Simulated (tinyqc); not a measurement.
Schottky barrier with interface states (Cowley-Sze model), image lowering and contact resistance: one step, computed by the program tinyqc. Command: `OMP_NUM_THREADS=1 python tinyqc.py 3015976 3015977 out.jsonl pinning walk`. One thread of a shared host (Intel(R) Xeon(R) Processor @ 2.30GHz), about 0.01 s of CPU time with the checks.

An n-type semiconductor under a metal. The barrier lies between the Schottky-Mott limit phi_M - chi and the Bardeen limit E_g - E_n, E_n being the neutrality level of the interface states; the space-charge term of the full Cowley-Sze expression is left out.

Question. Thermionic current. A* = 4 pi e m_e M_c k_B^2/h^3 (a simple valley count); J_s = A* T^2 exp(-phi/k_B T). J_0 uses phi_B; the reverse current uses phi_B less the image lowering, times 1 - exp(-V_r/k_B T).

Inputs (values chosen for the exercise, with gap, mass and screening modelled on CdS):

| quantity | value | unit |
|---|---|---|
| electron mass m_e | 0.202 | m_0 |
| valleys M_c | 1 | - |
| temperature T | 200 | K |
| reverse bias V_r | 3.8 | V |

Pinning factor from: interface states.

barrier phi_B = 0.7868111 eV

image lowering = 0.02741667 eV

Constants: e = 1.602176634e-19 C; m_0 = 9.1093837015e-31 kg; k_B = 1.380649e-23 J/K; h = 6.62607015e-34 J s; k_B = 8.617333262e-05 eV/K.

Give: Richardson constant A*; J_0; thermionic reverse current.

Answer.

Richardson constant A* = 24.27 A cm^-2 K^-2

J_0 = 1.447e-14 A/cm^2

thermionic reverse current = 7.101e-14 A/cm^2

Image lowering raises the reverse current by a factor 4.91.
